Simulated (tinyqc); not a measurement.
Hubbard ring of 3 sites, step by step. Computed by tinyqc, a small Python program that keeps every step. Settings: hopping = 1.15, U = 9.2, mixing = 1, iteration cap = 73. Command: `OMP_NUM_THREADS=1 python tinyqc.py 27168 27169 out.jsonl` (the two numbers bound the seeds that draw the settings). One thread of a shared host (Intel(R) Xeon(R) Processor @ 2.60GHz), about 0.2 s of CPU time with the checks.

one-body matrix (hopping and site energies) (eV), lower triangle:
```
           1          2         3
1   0.000000
2  -1.150000   0.000000
3  -1.150000  -1.150000  0.000000
```

U = 9.200000 eV

electrons, up and down: 2  1

n(up) at the start (a guess, not normalised): 1 0.667000, 2 0.667000, 3 0.667000

n(down) at the start (a guess): 1 0.333000, 2 0.333000, 3 0.333000

Each step fills the lowest levels of T + U n(other spin) and sets n(new) = n + mixing (n(out) - n); stop when output and input agree to 1e-8.

Course of the cycle:
```
iteration      E (eV)  largest |n(out) - n(in)|  mean |n_up - n_down|
1          2.68333333                  3.24e-01              0.333333
2          3.41637625                  5.19e-01              0.473728
3          5.48599077                  6.87e-01              0.421654
4          7.47643270                  9.39e-01              0.333333
5          7.71196872                  9.48e-01              0.333333
6          7.74524009                  9.62e-01              0.333333
7          7.74730037                  9.62e-01              0.333333
8          7.74757008                  9.62e-01              0.333333
9          7.74758687                  9.62e-01              0.333333
10         7.74758909                  9.62e-01              0.333333
11         7.74758923                  9.62e-01              0.333333
...               ...                       ...                   ...
63         7.74758925                  9.62e-01              0.333333
64         7.74758925                  9.62e-01              0.333333
65         7.74758925                  9.62e-01              0.333333
66         7.74758925                  9.62e-01              0.333333
67         7.74758925                  9.62e-01              0.333333
68         7.74758925                  9.62e-01              0.333333
69         7.74758925                  9.62e-01              0.333333
70         7.74758925                  9.62e-01              0.333333
71         7.74758925                  9.62e-01              0.333333
72         7.74758925                  9.62e-01              0.333333
73         7.74758925                  9.62e-01              0.333333
```

Can the last value be used, and what does the course show?

Not by the stop rule, although the second column moves by less than 1e-07 over the last three steps. Not converged within 73 iterations: the residual has stopped falling. The lowest mean-field energy found from random starts is -0.57831 eV. Reruns (cap 100 unless said): mixing 0.2: converged in 96 (E = -0.57831); mixing 0.5: converged in 35 (E = -0.57831); mixing 0.9: converged in 15 (E = -0.57831); the original settings with a cap of 400: not converged.
